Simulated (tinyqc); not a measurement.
Inside a calculation. Method: Hueckel theory of the pi electrons, for the molecule C=Cc1ccccc1 (SMILES; centres numbered as the heavy atoms are written). Computed by tinyqc, a small Python program that keeps every step. Settings: charge = 0. Command: `OMP_NUM_THREADS=1 python tinyqc.py 30971 30972 out.jsonl` (the two numbers bound the seeds that draw the settings). One thread of a shared host (Intel(R) Xeon(R) Processor @ 2.60GHz), about 0.01 s of CPU time with the checks.

## The Hueckel matrix

Centres:
```
centre  z_r, pi electrons of the neutral centre       h
1C                                            1  0.0000
2C                                            1  0.0000
3C                                            1  0.0000
4C                                            1  0.0000
5C                                            1  0.0000
6C                                            1  0.0000
7C                                            1  0.0000
8C                                            1  0.0000
```

Bonds:
```
i  j  k
1  2  1
2  3  1
3  4  1
4  5  1
5  6  1
6  7  1
7  8  1
8  3  1
```

H_rr = alpha + h_r beta, H_rs = k_rs beta for bonded centres.

Hueckel matrix in units of beta (H = alpha + beta A), lower triangle:
```
        1C      2C      3C      4C      5C      6C      7C      8C
1C  0.0000
2C  1.0000  0.0000
3C  0.0000  1.0000  0.0000
4C  0.0000  0.0000  1.0000  0.0000
5C  0.0000  0.0000  0.0000  1.0000  0.0000
6C  0.0000  0.0000  0.0000  0.0000  1.0000  0.0000
7C  0.0000  0.0000  0.0000  0.0000  0.0000  1.0000  0.0000
8C  0.0000  0.0000  1.0000  0.0000  0.0000  0.0000  1.0000  0.0000
```

## Orbitals

pi electrons, sum of z_r less the charge = 8

Diagonalise; E = alpha + x beta with beta < 0, so the largest x are filled first; degenerate levels share their electrons. P = sum n_i c_ri c_si; each orbital has its largest coefficient positive (the first on a tie).

x values: 2.1358  1.4142  1.0000  0.6622  -0.6622  -1.0000  -1.4142  -2.1358

occupations: 2.0000  2.0000  2.0000  2.0000  0.0000  0.0000  0.0000  0.0000

coefficients:
```
       MO1      MO2      MO3      MO4      MO5      MO6      MO7      MO8
1C  0.1441   0.3536   0.0000   0.5952   0.5952   0.0000  -0.3536   0.1441
2C  0.3077   0.5000   0.0000   0.3941  -0.3941   0.0000   0.5000  -0.3077
3C  0.5131   0.3536   0.0000  -0.3342  -0.3342   0.0000  -0.3536   0.5131
4C  0.3941   0.0000   0.5000  -0.3077   0.3077   0.5000   0.0000  -0.3941
5C  0.3286  -0.3536   0.5000   0.1305   0.1305  -0.5000   0.3536   0.3286
6C  0.3077  -0.5000   0.0000   0.3941  -0.3941   0.0000  -0.5000  -0.3077
7C  0.3286  -0.3536  -0.5000   0.1305   0.1305   0.5000   0.3536   0.3286
8C  0.3941   0.0000  -0.5000  -0.3077   0.3077  -0.5000   0.0000  -0.3941
```

charge and bond-order matrix P, lower triangle:
```
         1C       2C       3C       4C       5C      6C      7C      8C
1C   1.0000
2C   0.9113   1.0000
3C   0.0000   0.4059   1.0000
4C  -0.2527   0.0000   0.6101   1.0000
5C   0.0000  -0.0485   0.0000   0.6787   1.0000
6C   0.2042   0.0000  -0.3012   0.0000   0.6586  1.0000
7C   0.0000  -0.0485   0.0000  -0.3213   0.0000  0.6586  1.0000
8C  -0.2527   0.0000   0.6101   0.0000  -0.3213  0.0000  0.6787  1.0000
```

## Energy, charges, bond orders

E = sum n x; q_r = z_r - P_rr; bond order p = P_rs; free valence = sqrt(3) - sum of p over the bonds of the atom.

pi energy = 8 alpha + this times beta = 10.4243

pi charges: 1C 0.0000, 2C 0.0000, 3C 0.0000, 4C 0.0000, 5C 0.0000, 6C 0.0000, 7C 0.0000, 8C 0.0000

Bond orders and lengths from R = 1.517 - 0.180 p (angstrom, C-C alone):
```
bond       p       R
1-2   0.9113  1.3530
2-3   0.4059  1.4439
3-4   0.6101  1.4072
4-5   0.6787  1.3948
5-6   0.6586  1.3984
6-7   0.6586  1.3984
7-8   0.6787  1.3948
8-3   0.6101  1.4072
```

free valence of the carbons: 1C 0.8207, 2C 0.4148, 3C 0.1059, 4C 0.4432, 5C 0.3947, 6C 0.4148, 7C 0.3947, 8C 0.4432

gap between the highest filled and the next level = 1.3243 |beta|
